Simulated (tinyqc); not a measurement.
Peak against initial coverage: adsorption as a lattice gas: isotherms with interactions, competition, desorption peaks and saturation dose. Computed by tinyqc, a small Python program. Command: `OMP_NUM_THREADS=1 python tinyqc.py 3019249 3019250 out.jsonl adsorb walk`. One thread of a shared host (Intel(R) Xeon(R) Processor @ 2.30GHz), about 0.2 s of CPU time with the checks.

One adsorbate per site; a molecule needs 1 empty site. Gas and surface have the same temperature.

Inputs (values chosen for the exercise, for a model surface):
```
quantity                           value  unit
desorption energy E                 2.07    eV
prefactor nu                     2.3e+14   1/s
pair energy w (positive repels)    0.029    eV
neighbours z                           3     -
heating rate beta                    2.9   K/s
```

Adsorption: molecular (first order).

Constants: k_B = 8.617333262e-05 eV/K.

Method. Heating at the rate beta: d theta/dT = -(nu/beta) theta^1 exp(-[E - z w theta]/(k_B T)). Integrated numerically (relative tolerance 1e-9); T_p is the maximum of the rate.

Peak temperatures (K):
```
theta_0   w = 0  with w
0.1      686.69  684.54
0.3      686.69  680.20
0.5      686.69  675.82
0.7      686.69  671.39
0.9      686.69  666.91
```

Without interaction the peak does not move; with w it moves by -17.6 K, so repulsion in first order mimics second-order kinetics.

Extremes, crossings and ranges named in words are read from the listed rows.
